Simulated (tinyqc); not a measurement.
Worked calculation: exchange-split free-electron bands and tunnelling magnetoresistance. Values are carried at full precision from step to step, so a last printed digit may differ when a step is redone from the rounded ones.

Majority and minority bands E = c k^2/m -/+ Dx/2, c = hbar^2/2m0, so k_up = sqrt(m (EF + Dx/2)/c), k_dn = sqrt(m (EF - Dx/2)/c); n_s = k_s^3/(6 pi^2), D_s = m k_s/(4 pi^2 c).

Constants: hbar^2/2m0 = 3.80998211 eV angstrom^2.

Values chosen for the exercise:
```
symbol  value  unit      meaning
EF      5.79   eV        Fermi energy above the mean band bottom
Dx      8.04   eV        exchange splitting
m       1.37   m0        mass in the electrodes
mb      0.4    m0        mass in the barrier
phi     1.45   eV        barrier height above EF
d       17.5   angstrom  barrier thickness
```

## The two Fermi spheres

Give k_s, n_s, D_s, the moment per electron (n_up - n_dn)/n and three polarisations: of D, of D v and of D v^2 (v proportional to k).

k_up, k_dn (1/angstrom): 1.8782  0.7978

n_up, n_dn (1/angstrom^3): 0.11188  0.00857

D_up, D_dn (1/(eV angstrom^3)): 0.01711  0.00727

moment per electron = 0.8576 muB

polarisations: D 0.4037, D v 0.6943, D v^2 0.8576

The three numbers differ although they describe one band structure: each probe (density of states, ballistic current, diffusive current) weights the velocity differently.

## Transmissions

Barrier: kappa = sqrt(mb phi/c), c = hbar^2/2m0. With a = k1/m, b = k2/m, w = kappa/mb, the transmission at normal incidence is T(k1, k2) = 4 a b w^2/[w^2 (a + b)^2 + (w^2 + a^2)(w^2 + b^2) sinh^2(kappa d)]. Parallel: G_P = T(up, up) + T(dn, dn); antiparallel: G_AP = 2 T(up, dn); TMR = (G_P - G_AP)/G_AP. Julliere: TMR = 2 P^2/(1 - P^2). Slonczewski factor: P_eff = P_k (w^2 - a_up a_dn)/(w^2 + a_up a_dn), P_k = (k_up - k_dn)/(k_up + k_dn).

Evaluate kappa and the three T.

kappa = 0.3902 1/angstrom
kappa d = 6.828

T: up-up 4.188e-06, dn-dn 3.636e-06, up-dn 3.902e-06

The majority channel transmits more, by a factor 1.15; the common factor exp(-2 kappa d) is 1.17e-06.

## Magnetoresistance

From the T, and from the Julliere formula with P_k and with P_eff.

TMR from T = 0.25 %
P_k = 0.4037
P_eff = 0.0353
Julliere with P_k = 38.95 %
Julliere with P_eff = 0.25 %

The interface factor is +0.088. The plain Julliere value lies 38.7 points above the result and the one with P_eff 0.00 points from it. Symmetry filtering in crystalline barriers, which gives far larger values, is outside this model.

## Checks

- TMR of a thick barrier against the Julliere formula with P_eff: both 0.002500.

(tinyqc, `OMP_NUM_THREADS=1 python tinyqc.py 1651645 1651646 out.jsonl`, Intel(R) Xeon(R) Processor @ 2.30GHz, 1 thread, shared host, about 0.01 s.)
